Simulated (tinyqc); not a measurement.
Thickness series: competing polymorphs of an oxide film: bulk, surface, grain-boundary, dopant and field terms. Computed by tinyqc, a small Python program. Command: `OMP_NUM_THREADS=1 python tinyqc.py 3006042 3006043 out.jsonl polymorph walk`. One thread of a shared host (Intel(R) Xeon(R) Processor @ 2.30GHz), about 0.01 s of CPU time with the checks.

Phases: monoclinic m (reference), polar orthorhombic o, tetragonal t. Free energies per formula unit (f.u.); 1 J/m^2 x angstrom^3/nm = 6.241509 meV.

Inputs (values chosen for the exercise, for a model oxide):

| quantity | value | unit |
|---|---|---|
| energy of the polar phase o over m | 63.5 | meV/f.u. |
| energy of the tetragonal phase t over m | 126 | meV/f.u. |
| entropy of o over m | 0.0043 | meV/(f.u. K) |
| entropy of t over m | 0.047 | meV/(f.u. K) |
| surface energy of m | 2.74 | J/m^2 |
| surface energy of o | 1.96 | J/m^2 |
| surface energy of t | 1.84 | J/m^2 |
| grain-boundary energy over surface energy | 0.55 | - |
| volume per formula unit Omega | 34.5 | angstrom^3 |
| grain radius R | 22 | nm |
| temperature T | 300 | K |
| dopant content x | 3.2 | % |
| shift of o per % of dopant | -3.6 | meV/f.u. |
| shift of t per % of dopant | -13 | meV/f.u. |
| width sigma of ln R | 0.46 | - |
| interlayer thickness (SiO2) | 1.2 | nm |

Geometry: columnar grains in a film.

permittivities of m, o, t: 20  24  36

Method:
- Bulk term b = H - T S + (shift) x, zero for m. The undoped bulk turns from m to t at T = H_t/S_t.
- With G = b + gamma Omega A (b the bulk free energy per formula unit, A the area per volume), two phases i, j cross at A_ij = (b_j - b_i)/(Omega (gamma_i - gamma_j)); o has a window only if A_mo < A_ot.
- Area per volume: A = 2/h + f_b/R (two free faces; the side wall 2/R is shared by two grains and carries f_b gamma); G = b + gamma Omega A.
- Grain radii are log-normal by volume with median R and width sigma; the share with A above A* is that with radius below R*, R* = f_b/(A* - 2/h) (all grains if A* <= 2/h), share = (1/2) erfc[-ln(R*/R)/(sqrt 2 sigma)]. Effective permittivity of a layer of thickness h built of such grains, taken in parallel: sum of share x eps; EOT = interlayer + 3.9 h/eps.
- The median radius is held at R.

b (meV/f.u.): m 0.00, o 50.69, t 70.30

A_mo = 0.301800 1/nm

A_ot = 0.758905 1/nm

A_mt = 0.362747 1/nm

Against thickness:

| h (nm) | A at R (1/nm) | share m | share o | share t | eps | EOT (nm) |
|---|---|---|---|---|---|---|
| 3 | 0.69167 | 0.00000 | 0.99773 | 0.0022695 | 24.027 | 1.6869 |
| 4 | 0.52500 | 0.00000 | 1.00000 | 0.0000002 | 24.000 | 1.8500 |
| 6 | 0.35833 | 0.00000 | 1.00000 | 0.0000000 | 24.000 | 2.1750 |
| 8 | 0.27500 | 0.94337 | 0.05663 | 0.0000000 | 20.227 | 2.7425 |
| 11 | 0.20682 | 0.99967 | 0.00033 | 0.0000000 | 20.001 | 3.3449 |
| 15 | 0.15833 | 0.99998 | 0.00002 | 0.0000000 | 20.000 | 4.1250 |
| 22 | 0.11591 | 1.00000 | 0.00000 | 0.0000000 | 20.000 | 5.4900 |
| 35 | 0.08214 | 1.00000 | 0.00000 | 0.0000000 | 20.000 | 8.0250 |

From 3 to 35 nm the share of t stays at 0.00 and that of m from 0.00 to 1.00; the largest share of o is 1.00. A at the median radius runs from 0.692 down to 0.082 1/nm, against the crossings A_mo = 0.302, A_ot = 0.759 and A_mt = 0.363; the majority phase is o in the thinnest film and m in the thickest.

Extremes, crossings and ranges named in words are read from the listed rows.
